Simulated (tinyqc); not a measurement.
Worked calculation (part 2 of 2): UKS/BLYP in the sto-3g basis, for Be+, spin multiplicity 2. Computed by tinyqc, a small Python program that keeps every step (integrals from PySCF). Command: `OMP_NUM_THREADS=1 python tinyqc.py 30668 30669 out.jsonl` (the two numbers bound the seeds that draw the settings). One thread of a shared host (Intel(R) Xeon(R) Processor @ 2.60GHz), about 0.9 s of CPU time with the checks.

Geometry (angstrom):
```
atom         x         y         z
Be    0.000000  0.000000  0.000000
```

## Iteration 32 (converged): orbitals

converged F(alpha) (hartree), order 1Be 1s, 1Be 2s, 1Be 2px, 1Be 2py, 1Be 2pz:
```
[[-4.258301, -1.227132, 0.000000, 0.000000, 0.000000],
 [-1.227132, -0.835881, 0.000000, 0.000000, 0.000000],
 [0.000000, 0.000000, -0.367169, 0.000000, 0.000000],
 [0.000000, 0.000000, 0.000000, -0.367169, 0.000000],
 [0.000000, 0.000000, 0.000000, 0.000000, -0.367169]]
```

converged F(beta) (hartree), order 1Be 1s, 1Be 2s, 1Be 2px, 1Be 2py, 1Be 2pz:
```
[[-4.236697, -1.223594, 0.000000, 0.000000, 0.000000],
 [-1.223594, -0.761673, 0.000000, 0.000000, 0.000000],
 [0.000000, 0.000000, -0.294528, 0.000000, 0.000000],
 [0.000000, 0.000000, 0.000000, -0.294528, 0.000000],
 [0.000000, 0.000000, 0.000000, 0.000000, -0.294528]]
```

X, order 1Be 1s, 1Be 2s, 1Be 2px, 1Be 2py, 1Be 2pz:
```
[[1.026569, -0.135528, 0.000000, 0.000000, 0.000000],
 [-0.135528, 1.026569, 0.000000, 0.000000, 0.000000],
 [0.000000, 0.000000, 1.000000, 0.000000, 0.000000],
 [0.000000, 0.000000, 0.000000, 1.000000, 0.000000],
 [0.000000, 0.000000, 0.000000, 0.000000, 1.000000]]
```

Diagonalise F' = X^T F X, C = X C', fill 2 alpha and 1 beta electrons from the bottom; D(s) = C_occ C_occ^T. Each column has its largest component positive (the first on a tie).

F' = X^T F X (alpha) (hartree):
```
[[-4.161483, -0.606999, 0.000000, 0.000000, 0.000000],
 [-0.606999, -0.617646, 0.000000, 0.000000, 0.000000],
 [0.000000, 0.000000, -0.367169, 0.000000, 0.000000],
 [0.000000, 0.000000, 0.000000, -0.367169, 0.000000],
 [0.000000, 0.000000, 0.000000, 0.000000, -0.367169]]
```

orbital energies (alpha) (hartree): [-4.262568, -0.516560, -0.367169, -0.367169, -0.367169]

coefficients C (alpha), order 1Be 1s, 1Be 2s, 1Be 2px, 1Be 2py, 1Be 2pz:
```
[[0.990361, -0.302322, 0.000000, 0.000000, 0.000000],
 [0.034948, 1.034887, 0.000000, 0.000000, 0.000000],
 [0.000000, 0.000000, 0.993404, -0.106388, 0.042779],
 [0.000000, 0.000000, 0.109742, 0.990257, -0.085715],
 [0.000000, 0.000000, -0.033243, 0.089844, 0.995401]]
```

F' = X^T F X (beta) (hartree):
```
[[-4.138338, -0.616535, 0.000000, 0.000000, 0.000000],
 [-0.616535, -0.540030, 0.000000, 0.000000, 0.000000],
 [0.000000, 0.000000, -0.294528, 0.000000, 0.000000],
 [0.000000, 0.000000, 0.000000, -0.294528, 0.000000],
 [0.000000, 0.000000, 0.000000, 0.000000, -0.294528]]
```

orbital energies (beta) (hartree): [-4.241044, -0.437324, -0.294528, -0.294528, -0.294528]

coefficients C (beta), order 1Be 1s, 1Be 2s, 1Be 2px, 1Be 2py, 1Be 2pz:
```
[[0.990345, -0.302373, 0.000000, 0.000000, 0.000000],
 [0.035001, 1.034885, 0.000000, 0.000000, 0.000000],
 [0.000000, 0.000000, -0.125303, -0.090930, 0.987943],
 [0.000000, 0.000000, -0.641825, 0.766774, -0.010830],
 [0.000000, 0.000000, 0.756544, 0.635444, 0.154440]]
```

D(alpha) after iteration 32, order 1Be 1s, 1Be 2s, 1Be 2px, 1Be 2py, 1Be 2pz:
```
[[1.072213, -0.278258, 0.000000, 0.000000, 0.000000],
 [-0.278258, 1.072213, 0.000000, 0.000000, 0.000000],
 [0.000000, 0.000000, 0.000000, 0.000000, 0.000000],
 [0.000000, 0.000000, 0.000000, 0.000000, 0.000000],
 [0.000000, 0.000000, 0.000000, 0.000000, 0.000000]]
```

D(beta) after iteration 32, order 1Be 1s, 1Be 2s, 1Be 2px, 1Be 2py, 1Be 2pz:
```
[[0.980783, 0.034663, 0.000000, 0.000000, 0.000000],
 [0.034663, 0.001225, 0.000000, 0.000000, 0.000000],
 [0.000000, 0.000000, 0.000000, 0.000000, 0.000000],
 [0.000000, 0.000000, 0.000000, 0.000000, 0.000000],
 [0.000000, 0.000000, 0.000000, 0.000000, 0.000000]]
```

Within a degenerate level the vectors are fixed only up to a rotation; this is one choice.

## Convergence

Stop when the energy changes by less than 1e-09 hartree and every element of the error matrix X^T (F D S - S D F) X (for each spin) is below 9e-06.

Course of the cycle:
```
iteration   E (hartree)     change  largest element of the error matrix
1          -12.24493226          -                             9.47e-03
2          -13.24925056  -1.00e+00                             1.36e-02
3          -13.72924243  -4.80e-01                             3.17e-02
4          -13.96378291  -2.35e-01                             3.38e-02
5          -14.07990165  -1.16e-01                             1.54e-02
6          -14.13772841  -5.78e-02                             9.74e-03
7          -14.16659702  -2.89e-02                             5.99e-03
8          -14.18102488  -1.44e-02                             3.77e-03
9          -14.18823827  -7.21e-03                             2.41e-03
10         -14.19184508  -3.61e-03                             1.52e-03
11         -14.19364857  -1.80e-03                             9.33e-04
12         -14.19455035  -9.02e-04                             5.70e-04
13         -14.19500125  -4.51e-04                             3.47e-04
14         -14.19522671  -2.25e-04                             2.11e-04
...                 ...        ...                                  ...
19         -14.19544512  -7.05e-06                             1.73e-05
20         -14.19544865  -3.52e-06                             1.05e-05
21         -14.19545041  -1.76e-06                             6.32e-06
22         -14.19545129  -8.81e-07                             3.82e-06
23         -14.19545173  -4.40e-07                             2.31e-06
24         -14.19545195  -2.20e-07                             1.40e-06
25         -14.19545206  -1.10e-07                             8.45e-07
26         -14.19545211  -5.50e-08                             5.11e-07
27         -14.19545214  -2.75e-08                             3.09e-07
28         -14.19545215  -1.38e-08                             1.86e-07
29         -14.19545216  -6.88e-09                             1.13e-07
30         -14.19545216  -3.44e-09                             6.81e-08
31         -14.19545217  -1.72e-09                             4.11e-08
32         -14.19545217  -8.60e-10                             2.49e-08
```

PySCF UKS in the same basis, fine grid, after a stability check = -14.14266284 hartree

Converged in 32 iterations. The coarse grid moves the energy by -5.28e-02 hartree.

## Populations

overlap S, order 1Be 1s, 1Be 2s, 1Be 2px, 1Be 2py, 1Be 2pz:
```
[[1.000000, 0.259517, 0.000000, 0.000000, 0.000000],
 [0.259517, 1.000000, 0.000000, 0.000000, 0.000000],
 [0.000000, 0.000000, 1.000000, 0.000000, 0.000000],
 [0.000000, 0.000000, 0.000000, 1.000000, 0.000000],
 [0.000000, 0.000000, 0.000000, 0.000000, 1.000000]]
```

Mulliken: Z minus the diagonal of D S on the atom; Loewdin: the same with S^(1/2) D S^(1/2).

Charges (e):
```
atom  Mulliken   Loewdin  Mulliken spin
1Be   1.000000  1.000000       1.000000
```

<S^2> of the determinant (pure state: 0.75) = 0.750000
